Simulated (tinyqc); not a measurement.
# Inputs raised by 2 %, one at a time

Model: strain, valley repopulation and piezoresistance in a many-valley conduction band. Computed by tinyqc, a small Python program. Command: `OMP_NUM_THREADS=1 python tinyqc.py 3031529 3031530 out.jsonl valleys sens`. One thread of a shared host (Intel(R) Xeon(R) Processor @ 2.30GHz), about 0.1 s of CPU time with the checks.

Valleys are ellipsoids with mass m_l along the axis a and m_t across it, parabolic, with one constant relaxation time; strain shifts the valleys and leaves the masses alone. Currents are taken along [110], along the load, and along [1-10], across the load.

Inputs (values chosen for the exercise, modelled on germanium):
```
quantity                               value    unit
longitudinal mass m_l                   1.63     m_0
transverse mass m_t                   0.0806     m_0
shear deformation potential Xi_u        16.2      eV
dilation deformation potential Xi_d     -4.5      eV
C11                                      127     GPa
C12                                     47.8     GPa
C44                                     67.4     GPa
stress X (tension positive)               92     MPa
electron density n                   1.7e+19  1/cm^3
relaxation time tau                       51      fs
temperature T                            300       K
```

Valley axes: <111> (4 valleys). Load: uniaxial [110].

Constants: k_B = 8.617333262e-05 eV/K; m_0 = 9.1093837015e-31 kg; k_B = 1.380649e-23 J/K; hbar = 1.054571817e-34 J s; e = 1.602176634e-19 C.

Method:
- Compliances S11 = (C11 + C12)/((C11 - C12)(C11 + 2 C12)), S12 = -C12/((C11 - C12)(C11 + 2 C12)), S44 = 1/C44; stress sigma_ij = X n_i n_j for the unit vector n of the load; e_xx = S11 sigma_xx + S12 (sigma_yy + sigma_zz), e_xy = S44 sigma_xy/2 (tensor strain).
- Herring-Vogt shift of a valley with unit axis a: dE = Xi_d tr(e) + Xi_u a.e.a.
- Each of the 4 valleys holds n_v = N_v (2/sqrt(pi)) F_1/2((E_F - dE_v)/(k_B T)), N_v = 2 (m_d k_B T/(2 pi hbar^2))^(3/2), m_d = (m_l m_t^2)^(1/3); E_F solves sum n_v = n and is counted from the unstrained edge.
- F_j(eta) = int_0^infinity x^j/(1 + exp(x - eta)) dx, without a gamma-function factor. It is evaluated after integrating by parts.
- Integrals over x = E/(k_B T) use 160 Gauss-Legendre points in u = sqrt(x) from 0 to sqrt(max(eta, 0) + 32).
- Mobility tensor mu = e tau sum_v (n_v/n) [1/m_t + (1/m_l - 1/m_t) a a^T]; unstrained mu_0 = e tau (1/m_l + 2/m_t)/3; resistivity along d from the inverse tensor, rho_d = d.mu^-1.d/(n e), mobility along d = 1/(d.mu^-1.d); gauge pi_d = (rho_d/rho_0 - 1)/X.
- With eta_0 the reduced Fermi level without strain, r = F_-1/2(eta_0)/(2 F_1/2(eta_0)) (1 for a classical gas) and c = r (Xi_u/k_B T) (m_l - m_t)/(2 m_l + m_t): pi44 = -c S44/3, pi11 = pi12 = 0.

Runs; columns: (1) input moved; (2) from; (3) to; (4) mobility along the first direction (cm^2/(V s)); (5) mobility along the second direction (cm^2/(V s)); (6) splitting (highest minus lowest) (meV); (7) degeneracy factor r:
```
(1)                                        (2)     (3)     (4)     (5)     (6)      (7)
base run                                     -       -  792.51  728.05  7.3709  0.64229
longitudinal mass m_l (m_0)               1.63  1.6626  792.29  727.55  7.3709  0.64446
shear deformation potential Xi_u (eV)     16.2  16.524  793.15  727.41  7.5183  0.64229
C11 (GPa)                                  127  129.54  792.51  728.05  7.3709  0.64229
C44 (GPa)                                 67.4  68.748  791.88  728.68  7.2264  0.64229
stress X (tension positive) (MPa)           92   93.84  793.15  727.41  7.5183  0.64229
temperature T (K)                          300     306  792.20  728.36  7.3709  0.64880
dilation deformation potential Xi_d (eV)  -4.5   -4.59  792.51  728.05  7.3709  0.64229
```

Exponents ln(y'/y) / ln(x'/x); columns: (1) input; (2) mobility along the first direction; (3) mobility along the second direction; (4) splitting (highest minus lowest); (5) degeneracy factor r:
```
(1)                                     (2)     (3)  (4)    (5)
longitudinal mass m_l                -0.014  -0.035    0  0.171
shear deformation potential Xi_u      0.041  -0.045    1  0.000
C11                                   0.000   0.000    0  0.000
C44                                  -0.040   0.044   -1  0.000
stress X (tension positive)           0.041  -0.045    1  0.000
temperature T                        -0.020   0.022    0  0.510
dilation deformation potential Xi_d   0.000   0.000    0  0.000
```

Which inputs matter most for each result?

Among the inputs moved here: mobility along the first direction answers most in size to shear deformation potential Xi_u (exponent +0.041), and about equally to stress X (tension positive) (+0.041); its exponent is below 0.0005 for C11, dilation deformation potential Xi_d. Mobility along the second direction answers most in size to shear deformation potential Xi_u (exponent -0.045), and about equally to stress X (tension positive) (-0.045); its exponent is below 0.0005 for C11, dilation deformation potential Xi_d. Splitting (highest minus lowest) answers most in size to shear deformation potential Xi_u (exponent +1.000), and about equally to C44 (-1.000), stress X (tension positive) (+1.000); its exponent is below 0.0005 for longitudinal mass m_l, C11, temperature T, dilation deformation potential Xi_d. Its exponent +1.000 in stress X (tension positive): shifts are linear in strain. Degeneracy factor r answers most in size to temperature T (exponent +0.510), next to longitudinal mass m_l (+0.171); its exponent is below 0.0005 for shear deformation potential Xi_u, C11, C44, stress X (tension positive), dilation deformation potential Xi_d.

Extremes, crossings and ranges named in words are read from the listed rows.
